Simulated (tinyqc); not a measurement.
What moves the results: donor level screened by free carriers (Yukawa potential). A value that a table varies takes the place of the one given here.

Potential -(q/(eps r)) exp(-ks r), q = e^2/(4 pi eps0). In units Ry* = Ry m/eps^2 and a* = a0 eps/m the problem is [-Laplacian - 2 exp(-x r)/r] psi = E psi with x = ks a*.

Converged values use 18 functions exp(-z r), z = 1.55^i, i = -11 to 6: S = 2/A^3, H = z_i z_j S - 2/(A + x)^2, A = z_i + z_j.

Screening wave number: Debye ks^2 = 4 pi q n/(eps kB T); Thomas-Fermi ks^2 = 6 pi q n/(eps EF) with EF = c (3 pi^2 n/gv)^(2/3)/m, c = hbar^2/2m0; the two are joined by 1/ks^2 = sqrt(1/ks_D^4 + 1/ks_TF^4). 1e18/cm^3 = 1e-6/angstrom^3, q = e^2/(4 pi eps0).

Constants: e^2/(4 pi eps0) = 14.39964547 eV angstrom; kB = 8.617333262e-05 eV/K; hbar^2/2m0 = 3.80998211 eV angstrom^2; Ry = 13.60569312 eV; a0 (Bohr radius) = 0.5291772105 angstrom.

Values chosen for the exercise (near those of a donor in 4H SiC, with one mean mass; not measured data): xs = (0.06, 0.16, 0.36, 0.56, 0.62, 0.92, 1.09) (values of x); m = 0.405 m0 (mass); eps = 9.6 (dielectric constant); gv = 3 (valleys); T = 300 K (temperature); nl = (0.003, 0.01, 0.03, 0.1, 0.3, 1, 3) x 1e18/cm^3 (densities); n = 0.1 x 1e18/cm^3 (free-carrier density).

## Towards the loss of the bound state

First order (-1 + 2x), one-parameter (minimum of z^2 - 8 z^3/(2z + x)^2) and converged 1s energies in Ry*, and the mean radius in a*; a dash marks an unbound result.

Results:
```
x     first order  trial function  converged   <r>
0.06      -0.8800         -0.8852    -0.8852  1.50
0.16      -0.6800         -0.7149    -0.7150  1.53
0.36      -0.2800         -0.4408    -0.4419  1.65
0.56            -         -0.2394    -0.2440  1.90
0.62            -         -0.1912    -0.1974  2.01
0.92            -         -0.0245    -0.0420  3.32
1.09            -               -    -0.0056  7.54
```

How do the results move?

First order loses the state at x = 0.5, the trial function reaches zero energy at x = 1.00, and the exact limit is 1.19. The radius starts at 1.5 a*, grows slowly at first (1.65 at x = 0.36), then steadily, and swells towards the end (7.5 at 1.09), where a single exponential fails: the binding vanishes as the square of the distance from 1.19.

## Binding against carrier density

Ry* = 59.7906 meV
a* = 12.543 angstrom

x from the joined ks; converged 1s binding (dash: x above 1.17, at or past the limit 1.19 where the state unbinds).

Results:
```
n (1e18/cm^3)  EF/kB T  1/ks (angstrom)      x  binding (meV)  n^(1/3) a*
0.0030            0.00            676.1  0.019          57.60       0.018
0.010             0.01            370.3  0.034          55.84       0.027
0.030             0.02            213.8  0.059          53.07       0.039
0.10              0.04            117.1  0.107          47.95       0.058
0.30              0.08             67.7  0.185          40.39       0.084
1.0               0.17             37.1  0.338          28.01       0.125
3.0               0.35             21.7  0.579          13.67       0.181
```

What does this show?

The binding falls from 57.6 to 13.7 meV (bare value 59.8); it passes half the bare value between 0.3 and 1 x 1e18/cm^3. The level is still bound in the last row. x grows with exponent 0.50 in n at the start and 0.49 at the end (1/2 for Debye, 1/6 for Thomas-Fermi screening).

## What each parameter does

Ry* = Ry m/eps^2, a* = a0 eps/m, x = ks a* with the joined ks; converged binding. Each row changes one parameter from the base and keeps the others.

Results:
```
case                  1/ks (angstrom)      x  binding in Ry*  binding (meV)
base                            117.1  0.107           0.802          47.95
n = 0.05 x 1e18/cm^3            165.6  0.076           0.857          51.23
T = 270 K                       111.1  0.113           0.792          47.36
m = 0.454 m0                    117.1  0.096           0.822          55.08
eps = 8.8                       112.1  0.103           0.810          57.62
gv = 4                          117.1  0.107           0.802          47.95
```

How do the results move?

The largest shifts from the base row, up to three for each result and ties (the steps differ in size, so this ranks the rows, not the parameters). 1/ks (angstrom): n +48.5, T -6.0, eps -5.0; unchanged at the printed digits by m and gv. x: n -0.031, m -0.012, T +0.006; unchanged at the printed digits by gv. binding in Ry*: n +0.055, m +0.020, T -0.010; unchanged at the printed digits by gv. binding (meV): eps +9.67, m +7.14, n +3.28; unchanged at the printed digits by gv.

Computed by tinyqc, a small Python program: `OMP_NUM_THREADS=1 python tinyqc.py 1250801 1250802 out.jsonl` (the numbers bound the seed that draws the inputs); one thread of a shared host (Intel(R) Xeon(R) Processor @ 2.30GHz), about 0.01 s for the whole set of steps.
